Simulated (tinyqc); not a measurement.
Raising U: Hubbard chain of 3 sites, mean field against exact. Computed by the program tinyqc. Collinear unrestricted mean field (the lowest of 40 random starts) against exact diagonalisation.

one-body matrix (hopping and site energies) (eV):
```
         1        2        3
1  -0.0300  -1.9600   0.0000
2  -1.9600   0.2400  -1.9600
3   0.0000  -1.9600   0.2700
```

electrons, up and down: 2  1

Exact and mean-field results (eV):
```
U            U/t    E exact  E mean field  mean |n_up - n_down|  double occupancy, exact  first gap in the sector
0.9800    0.5000  -4.487554     -4.464916                0.3657                   0.1891                   2.6339
1.9600    1.0000  -3.962098     -3.874029                0.4114                   0.1684                   2.4777
3.9200    2.0000  -3.090508     -2.790295                0.5544                   0.1289                   2.1340
5.8800    3.0000  -2.433052     -1.957761                0.7283                   0.0961                   1.8116
7.8400    4.0000  -1.943724     -1.411771                0.8372                   0.0716                   1.5423
11.7600   6.0000  -1.297603     -0.807800                0.9262                   0.0417                   1.1569
15.6800   8.0000  -0.907306     -0.492239                0.9584                   0.0263                   0.9117
23.5200  12.0000  -0.474097     -0.171075                0.9815                   0.0128                   0.6318
39.2000  20.0000  -0.102235      0.088483                0.9933                   0.0049                   0.3872
```

What does the comparison show, and why?

In absolute terms mean field is worst at U/t = 4.0, 0.532 eV too high: at small U it is nearly exact, and at large U it misses only exchange-scale energies. Relative to the exact energy its error is 0.5 % at the smallest U, 187 % at most and 187 % at the largest. The double occupancy falls from 0.189 to 0.005.
